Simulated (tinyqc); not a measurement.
# Lossy on-chip transmission line with skin effect, step by step

Program tinyqc, `OMP_NUM_THREADS=1 python tinyqc.py 2810175 2810176 out.jsonl`; Intel Xeon 2.30GHz, shared host, one thread, about 0.01 s. Printed values are rounded.

A uniform line in a homogeneous dielectric: c = sqrt(er)/(c0 Z0), l = Z0 sqrt(er)/c0 (c0 = 299792458 m/s), g = w c td, w = 2 pi f. The resistance joins its limits as r = sqrt(r_dc^2 + r_hf^2), with r_dc = rho/(wd th), r_hf = kr rho/(2 delta (wd + th)), delta = sqrt(rho/(pi f mu0)), mu0 = 4 pi 1e-7 H/m; this is an interpolation, and internal inductance, up to 0.05 nH/mm at low frequency, is neglected.

Values chosen for this exercise:

| symbol | value | unit | meaning |
|---|---|---|---|
| wd | 3.6 | um | width of the strip |
| th | 3 | um | thickness of the strip |
| rho | 2 | uohm cm | resistivity |
| er | 3.5 |  | relative permittivity |
| td | 0.02 |  | loss tangent |
| Z0 | 75 | ohm | lossless impedance sqrt(l/c) |
| kr | 1.5 |  | factor for crowding and the return path |
| len | 2.4 | mm | length |
| Rg | 100 | ohm | source resistance |
| RL | 100 | ohm | load resistance |
| CL | 100 | fF | load capacitance |
| f | 0.34 | GHz | frequency |

## Line constants

delta, r_dc, r_hf, r, l, c and g as defined.

delta = 3.860074 um
r_dc = 1.851852 ohm/mm
r_hf = 0.5887781 ohm/mm
r = 1.943197 ohm/mm
l = 0.4680310 nH/mm
c = 83.20550 pF/m
g = 0.003555010 S/m

r is 1.05 times r_dc; the skin depth is 1.29 of the thickness.

## Propagation constant and impedance

gamma = sqrt((r + i w l)(g + i w c)) = alpha + i beta, Zc = sqrt((r + i w l)/(g + i w c)), roots with positive real part; loss 8.685889638 alpha in dB; phase velocity w/beta.

gamma len = 0.02503993+0.04013594i
Zc = 95.21888-56.79197i ohm
loss = 0.09062254 dB/mm
phase velocity over c0 = 0.4261043
r/(w l) = 1.943495

r exceeds w l, so the line behaves mainly as an RC line at this frequency.

## Reflection, input impedance and transfer

ZL = 1/(1/RL + i w CL); reflection (ZL - Zc)/(ZL + Zc); Zin = Zc (ZL + Zc tanh(gamma len))/(Zc + ZL tanh(gamma len)); H = V_load/V_source = [Zin/(Zin + Rg)]/[cosh(gamma len) + (Zc/ZL) sinh(gamma len)].

ZL = 99.95438-2.13531i ohm
reflection at the load = -0.0552513+0.2633601i
Zin = 104.2562-4.1755i ohm
H = 0.4878071-0.0217015i
|H| = -6.226450 dB
